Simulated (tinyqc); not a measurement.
Exchange-split free-electron bands and tunnelling magnetoresistance: sweeps and comparisons. A value that a table varies takes the place of the one given here.

Majority and minority bands E = c k^2/m -/+ Dx/2, c = hbar^2/2m0, so k_up = sqrt(m (EF + Dx/2)/c), k_dn = sqrt(m (EF - Dx/2)/c); n_s = k_s^3/(6 pi^2), D_s = m k_s/(4 pi^2 c).

Barrier: kappa = sqrt(mb phi/c), c = hbar^2/2m0. With a = k1/m, b = k2/m, w = kappa/mb, the transmission at normal incidence is T(k1, k2) = 4 a b w^2/[w^2 (a + b)^2 + (w^2 + a^2)(w^2 + b^2) sinh^2(kappa d)]. Parallel: G_P = T(up, up) + T(dn, dn); antiparallel: G_AP = 2 T(up, dn); TMR = (G_P - G_AP)/G_AP. Julliere: TMR = 2 P^2/(1 - P^2). Slonczewski factor: P_eff = P_k (w^2 - a_up a_dn)/(w^2 + a_up a_dn), P_k = (k_up - k_dn)/(k_up + k_dn).

Constants: hbar^2/2m0 = 3.80998211 eV angstrom^2.

Inputs chosen for the exercise: EF = 5.52 eV (Fermi energy above the mean band bottom); Dx = 3.85 eV (exchange splitting); m = 0.99 m0 (mass in the electrodes); mb = 0.81 m0 (mass in the barrier); d = 9.4 angstrom (barrier thickness); phi = 1.26 eV (barrier height above EF).

## Barrier height

Results:

| phi (eV) | w (1/angstrom) | P_eff | TMR (%) | G_P |
|---|---|---|---|---|
| 0.20 | 0.255 | -0.1638 | 5.32 | 0.0307 |
| 0.40 | 0.360 | -0.1489 | 4.48 | 0.0109 |
| 0.70 | 0.476 | -0.1289 | 3.37 | 0.00281 |
| 1.0 | 0.569 | -0.1112 | 2.50 | 0.000854 |
| 1.5 | 0.697 | -0.0858 | 1.48 | 0.000150 |
| 2.0 | 0.805 | -0.0645 | 0.84 | 3.24e-05 |
| 3.0 | 0.986 | -0.0307 | 0.19 | 2.27e-06 |
| 4.0 | 1.138 | -0.0051 | 0.01 | 2.29e-07 |
| 6.0 | 1.394 | 0.0311 | 0.19 | 4.52e-09 |
| 10 | 1.800 | 0.0729 | 1.07 | 8.18e-12 |

P_eff vanishes where w^2 = a_up a_dn, at phi = 4.23 eV, inside the table; the lowest TMR listed is 0.01 % at 4 eV. TMR is 5.3 % at the lowest barrier and 1.1 % at the highest, against 6.7 % for Julliere with P_k; P_eff tends to +P_k for very high barriers and to -P_k for very low ones. G_P falls by 9.6 decades.

## Barrier thickness

Results:

| d (angstrom) | kappa d | G_P | G_AP | TMR (%) |
|---|---|---|---|---|
| 1 | 0.518 | 1.40 | 1.37 | 2.12 |
| 2 | 1.035 | 0.630 | 0.620 | 1.54 |
| 3 | 1.553 | 0.242 | 0.238 | 1.68 |
| 4 | 2.070 | 0.0883 | 0.0867 | 1.82 |
| 6 | 3.105 | 0.0113 | 0.0111 | 1.90 |
| 8 | 4.141 | 0.00143 | 0.00140 | 1.91 |
| 10 | 5.176 | 0.000180 | 0.000177 | 1.92 |
| 13 | 6.728 | 8.06e-06 | 7.91e-06 | 1.92 |
| 16 | 8.281 | 3.61e-07 | 3.54e-07 | 1.92 |
| 20 | 10.351 | 5.75e-09 | 5.64e-09 | 1.92 |

For thick barriers each angstrom costs a factor exp(2 kappa) = 2.82 in both conductances, and TMR settles at 1.92 % (the interface factor, which vanishes at (kappa/mb)^2 = k_up k_dn/m^2, reduces it below the value from the polarisation of k alone); it is within 0.1 point of that from d = 4 angstrom on. At 1 angstrom it is 2.12 %, where the barrier is thin and the mismatch of k_up and k_dn starts to rule, as it does fully for d -> 0.

## Exchange splitting

Dx takes the listed multiples of 2 EF.

Results:

| Dx/(2 EF) | k_up | k_dn | P_k | P_eff | TMR (%) |
|---|---|---|---|---|---|
| 0.10 | 1.2561 | 1.1362 | 0.0501 | -0.0282 | 0.16 |
| 0.20 | 1.3119 | 1.0712 | 0.1010 | -0.0562 | 0.63 |
| 0.35 | 1.3915 | 0.9656 | 0.1807 | -0.0978 | 1.93 |
| 0.50 | 1.4668 | 0.8469 | 0.2679 | -0.1374 | 3.85 |
| 0.65 | 1.5384 | 0.7085 | 0.3693 | -0.1710 | 6.02 |
| 0.80 | 1.6068 | 0.5356 | 0.5000 | -0.1826 | 6.90 |
| 0.90 | 1.6508 | 0.3787 | 0.6268 | -0.1376 | 3.87 |
| 0.97 | 1.6810 | 0.2074 | 0.7803 | 0.0536 | 0.59 |

P_k rises from 0.050 to 0.780, and TMR goes from 0.16 % to 0.6 %, not steadily: its largest value is 6.90 % at 0.8 and its smallest 0.16 % at 0.1; P_eff changes sign along the table. At Dx = 2 EF the minority band is empty (a half metal) and G_AP vanishes.

## What moves the magnetoresistance

All results formed anew. Each row changes one parameter from the base and keeps the others.

Results:

| case | P_k | P_eff | TMR (%) | G_P |
|---|---|---|---|---|
| base | 0.1800 | -0.0974 | 1.92 | 0.000335 |
| Dx = 4.043 eV | 0.1897 | -0.1022 | 2.11 | 0.000336 |
| EF = 6.072 eV | 0.1627 | -0.0940 | 1.78 | 0.000317 |
| phi = 1.638 eV | 0.1800 | -0.0796 | 1.27 | 9.65e-05 |
| mb = 0.648 m0 | 0.1800 | -0.0824 | 1.37 | 0.00104 |
| d = 11.4 angstrom | 0.1800 | -0.0974 | 1.92 | 4.22e-05 |
| m = 1.188 m0 | 0.1800 | -0.0853 | 1.46 | 0.000365 |

The largest shifts from the base row, up to three for each result and ties (the steps differ in size, so this ranks the rows, not the parameters). P_k: EF -0.0173, Dx +0.0097; unchanged at the printed digits by phi, mb, d and m. P_eff: phi +0.0179, mb +0.0150, m +0.0122; unchanged at the printed digits by d. TMR (%): phi -0.64, mb -0.55, m -0.45; unchanged at the printed digits by d. G_P: mb +0.000702, d -0.000293, phi -0.000238.

Program tinyqc; command `OMP_NUM_THREADS=1 python tinyqc.py 1680789 1680790 out.jsonl`; about 0.01 s on one thread of a shared Intel(R) Xeon(R) Processor @ 2.30GHz.
